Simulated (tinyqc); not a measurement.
## Input admittance of a MOSFET at zero drain bias: distributed channel and distributed gate: effect of the gate overdrive

Source and drain grounded, strong inversion, w = 2 pi f, Cox = eps0 eox/tox. The channel is an RC line of resistance 1/(mu Cox Vo) per square fed from both ends, so one finger has the intrinsic admittance y = i w Cox L tanh(g)/g per width, g = (1/2) sqrt(i w tau), tau = L^2/(mu Vo). The vertical resistance rv/L is in series with y, the overlaps 2 i w Cov in parallel: y_t = 1/(1/y + rv/L) + 2 i w Cov. The gate strip is a line of Rsh/L per length loaded by y_t, so a finger has Y = y_t Wf tanh(k)/k, k = (Wf/sd) sqrt(y_t Rsh/L); the device has Nf Y.

Low-frequency limits, with c = Cox L and ct = c + 2 Cov: R_strip = Rsh Wf/(3 sd^2 L Nf), R_ch = (c/ct)^2 L/(12 mu Cox Vo Wf Nf), R_vert = (c/ct)^2 rv/(L Wf Nf), C = ct Wf Nf. Z = 1/(Nf Y) = R + 1/(i w C), Q = |Im Z|/R, far-point signal |1/cosh k|.

Parameters, values chosen for the exercise; values of the order met in silicon radio-frequency transistors: relative permittivity of the gate insulator (close to aluminium oxide) eox = 8.9; insulator thickness tox = 10 nm; channel length L = 0.95 um; finger width Wf = 1.8 um; number of fingers Nf = 1; channel mobility mu = 370 cm^2/(V s); sheet resistance of the gate Rsh = 5.5 ohm/square; vertical resistivity of the gate stack rv = 12 ohm um^2; number of ends at which a finger is contacted sd = 1; overlap and fringe capacitance on each side Cov = 0.25 fF/um; frequency f = 9.2 GHz.

Constants: eps0 = 8.8541878128e-14 F/cm where lengths are in cm. Results are converted to the units shown.

Effect of the gate overdrive:
```
Vo (V)  w tau      |k|  R (ohm)  low-frequency R (ohm)  C (fF)      Q  signal at the far point
0.2     7.050  0.08462    653.4                  672.4   13.28  1.993                   0.9984
0.35    4.029  0.08974    384.7                  388.3   13.99  3.215                   0.9988
0.5     2.820  0.09133    273.5                  274.7   14.18  4.461                   0.9991
0.65    2.169  0.09200    213.0                  213.6   14.26  5.696                   0.9993
0.8     1.762  0.09235    175.0                  175.3   14.30  6.913                   0.9994
0.95    1.484  0.09254    149.0                  149.2   14.32  8.109                   0.9995
1.1     1.282  0.09267    130.0                  130.1   14.33  9.283                   0.9995
1.25    1.128  0.09275    115.6                  115.7   14.34  10.43                   0.9996
```

As Vo goes from 0.2 to 1.25, R falls from 653 to 116 ohm, C rises from 13.3 to 14.3 fF and Q rises from 1.99 to 10.4. Only the channel term depends on Vo.

Computed by the program tinyqc: `OMP_NUM_THREADS=1 python tinyqc.py 2262069 2262070 out.jsonl`, one thread of a shared Intel Xeon 2.30GHz, about 0.01 s for the whole run.
